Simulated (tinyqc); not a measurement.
## Stress and current directions compared

A cubic crystal with three pairs of conduction valleys along x, y and z; non-degenerate electrons, one relaxation time, masses unchanged. Stress s_ij = X a_i a_j with a the unit vector along the stress; strain e_ii = s11 s_ii + s12 (s_jj + s_kk), e_ij = s44 s_ij/2. Valley shift dE = Xu (n.e.n - trace(e)/3) with n the valley axis; share f proportional to exp(-dE/Vt). Inverse mass along the current d: (n.d)^2/ml + (1 - (n.d)^2)/mt; mu/mu0 = sum f (1/m) over the plain mean of 1/m. Rows: direction of the stress, of size |X|; columns: direction of the current and sign.

Parameters, values chosen for the exercise; values close to those of silicon: temperature T = 300 K; compliance s11 = 7.83 1/TPa; compliance s12 = -2.1 1/TPa; compliance s44 = 12.7 1/TPa; shear deformation potential Xu = 8.83 eV; longitudinal mass ml = 0.944 m0; transverse mass mt = 0.193 m0; uniaxial stress (tension positive) X = 420 MPa.

Constants: q = 1.602176634e-19 C, kB = 1.380649e-23 J/K, Vt = kB T/q. Results are converted to the units shown.

mu/mu0:
```
	I [100], tension	I [100], compression	I [110], tension	I [110], compression
[100]	1.2446	0.62998	1.0612	0.90750
[110]	1.0928	0.92618	1.0928	0.92618
[001]	0.87769	1.1850	0.87769	1.1850
[111]	1.0000	1.0000	1.0000	1.0000
```

What does the table show?

The largest gain, 1.24, is for stress along [100], tension, current along [100]; the largest loss, 0.630, for [100], compression, current along [100]. Entries equal to one are cases in which the valleys are not split or have equal mass along the current.

Numbers from tinyqc (`OMP_NUM_THREADS=1 python tinyqc.py 2530170 2530171 out.jsonl`; about 0.01 s on one thread of a shared Intel Xeon 2.30GHz).
